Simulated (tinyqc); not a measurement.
Worked calculation: Pariser-Parr-Pople SCF with singles CI, for the molecule C=CC(F)=CC=C[CH2+] (SMILES; centres numbered as the heavy atoms are written). One step of it, computed by the program tinyqc.

Problem. Singles CI, singlets. Over the 9 single excitations with the smallest orbital gaps: A = (e_a - e_i) delta + 2 (ia|jb) - (ij|ab), with (pq|rs) = sum c_mp c_mq gamma_mn c_nr c_ns. f = 2/3 w |mu|^2 in atomic units, mu = sqrt2 sum c_ia sum_m c_mi c_ma R_m.

orbital energies (eV): -24.330714  -19.081044  -17.582927  -15.375877  -8.027539  -5.363001  -3.390430  -2.263511

coefficients:
```
         MO1        MO2        MO3        MO4        MO5        MO6        MO7        MO8
1C  0.027089   0.184181   0.410413  -0.379133  -0.445073   0.500833  -0.396753  -0.216393
2C  0.082192   0.311470   0.558398  -0.364128   0.004967  -0.316449   0.483392   0.343513
3C  0.274481   0.372205   0.296359   0.177290   0.545251  -0.238824  -0.344193  -0.440521
4F  0.953171  -0.205199  -0.131945  -0.059486  -0.131322   0.049046   0.060420   0.071480
5C  0.087537   0.509371   0.007089   0.544255   0.025608   0.459471   0.022636   0.473639
6C  0.029981   0.484997  -0.283032   0.171854  -0.540695  -0.258924   0.297606  -0.454177
7C  0.008325   0.381034  -0.469070  -0.421933   0.006827  -0.285614  -0.480129   0.380189
8C  0.002432   0.220347  -0.338128  -0.430029   0.440781   0.479430   0.408894  -0.246678
```

repulsion gamma_rs (eV), lower triangle:
```
           1C         2C         3C         4F         5C         6C         7C         8C
1C  11.130000
2C   7.555424  11.130000
3C   5.239712   7.553793  11.130000
4F   4.903388   5.578737   8.695523  21.400000
5C   3.669796   5.238109   7.551502   5.577903  11.130000
6C   2.868615   3.669584   5.238109   4.903026   7.553793  11.130000
7C   2.308336   2.868615   3.669796   3.354968   5.239712   7.555424  11.130000
8C   1.948830   2.308190   2.868615   2.809844   3.670236   5.239712   7.553793  11.130000
```

Centres (angstrom, eV; a flat drawing with bonds scaled to 1.40 angstrom):
```
centre          x          y  core charge z          W   gamma_rr
1C      -3.486000   0.073000              1  11.160000  11.130000
2C      -2.243000   0.716000              1  11.160000  11.130000
3C      -1.064000  -0.039000              1  11.160000  11.130000
4F      -1.128000  -1.437000              2  39.000000  21.400000
5C       0.180000   0.605000              1  11.160000  11.130000
6C       1.359000  -0.150000              1  11.160000  11.130000
7C       2.602000   0.493000              1  11.160000  11.130000
8C       3.781000  -0.262000              1  11.160000  11.130000
```

Give: singlet CI matrix; singlet excitation energies; oscillator strengths.

Solution.

singlet CI matrix (eV), lower triangle:
```
         4>5      3>5      4>6      2>5      4>7      3>6      4>8     2>6
4>5   3.6003
3>5   0.0365   5.5417
4>6  -0.0489  -0.0907   6.1633
2>5  -0.1310  -0.0352   0.0093   6.3852
4>7   0.2758  -0.0033  -0.0723  -0.0944   7.5850
3>6  -0.9689   0.1412   0.0070   0.4718  -0.3866   7.8504
4>8  -0.0130  -0.1435  -0.2938   0.0348   0.0826  -0.0200   8.1273
2>6   0.1186   0.8705  -0.2487  -0.1184   0.0203  -0.0495  -0.2135  8.8732
3>7  -0.0162   0.3311  -0.7333   0.0201   0.0136   0.1687   0.8525  0.7221

        3>7
3>7  9.5596
```

singlet excitation energies (eV): 3.3775  5.3096  5.9969  6.2501  7.3522  7.5074  8.4454  8.9883  10.4587

oscillator strengths: 1.4914  0.0041  0.1711  0.0084  0.0503  0.0360  0.0036  0.0048  0.1029
